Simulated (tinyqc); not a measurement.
Conduction-band anticrossing with a localised impurity level: one step. Dispersion. Two cases, with inputs chosen for the exercise.

Question. Seven points from k = 0 to 0.12 1/angstrom.

Host conduction band EM(k) = Eg - al x + c k^2/mM, c = hbar^2/2m0, coupled to a flat level EI by V = C sqrt(x): H = [[EM, V], [V, EI]], E+/- = (EM + EI)/2 +/- sqrt((EM - EI)^2/4 + V^2). The host weight of a state at E is f = 1/(1 + V^2/(E - EI)^2), and its mass at k = 0 is mM/f. The gap is E-(0), the valence top staying at 0.

Constants: hbar^2/2m0 = 3.80998211 eV angstrom^2.

Give: a table of k (1/angstrom), EM, E-, E+, host weight of E-.

Case 1.

Values chosen (host near InP; shifted at random, so the results belong to these values and not to a real crystal): Eg = 1.442 eV (gap at Gamma to the s-like level); mM = 0.0796 m0 (mass of the host band); EI = 1.672 eV (impurity level, from the valence top of the host); C = 2.55 eV (coupling); al = 0.41 eV (linear shift of the host edge); x = 0.0034 (impurity fraction).

Answer.

Levels (eV):
```
k (1/angstrom)      EM      E-      E+  host weight of E-
0.000           1.4406  1.3679  1.7447              0.807
0.020           1.4598  1.3832  1.7486              0.790
0.040           1.5172  1.4270  1.7622              0.731
0.060           1.6129  1.4909  1.7941              0.597
0.080           1.7469  1.5561  1.8628              0.378
0.100           1.9192  1.6023  1.9890              0.180
0.120           2.1298  1.6280  2.1739              0.081
```

E- flattens towards EI = 1.672 eV, which it cannot cross: its width is bounded by 0.304 eV, of which 86 % is used up at the last point. The unmixed host band crosses EI at k = 0.0695 1/angstrom, where the splitting is smallest, 2V = 0.297 eV.

Case 2.

Values chosen (host near GaAs; shifted at random, so the results belong to these values and not to a real crystal): Eg = 1.539 eV (gap at Gamma to the s-like level); mM = 0.0675 m0 (mass of the host band); EI = 1.767 eV (impurity level, from the valence top of the host); C = 3.16 eV (coupling); al = 1.06 eV (linear shift of the host edge); x = 0.012 (impurity fraction).

Answer.

Levels (eV):
```
k (1/angstrom)      EM      E-      E+  host weight of E-
0.000           1.5263  1.2802  2.0131              0.664
0.020           1.5489  1.2950  2.0209              0.650
0.040           1.6166  1.3376  2.0460              0.606
0.060           1.7295  1.4016  2.0949              0.527
0.080           1.8875  1.4759  2.1786              0.414
0.100           2.0907  1.5467  2.3110              0.288
0.120           2.3391  1.6040  2.5021              0.182
```

E- flattens towards EI = 1.767 eV, which it cannot cross: its width is bounded by 0.487 eV, of which 67 % is used up at the last point. The unmixed host band crosses EI at k = 0.0653 1/angstrom, where the splitting is smallest, 2V = 0.692 eV.

Computed by tinyqc, one run a case: `OMP_NUM_THREADS=1 python tinyqc.py N N+1 out.jsonl` with N = 1051582, 1080077; one thread of a shared Intel(R) Xeon(R) Processor @ 2.30GHz, about 0.01 s a run at most.
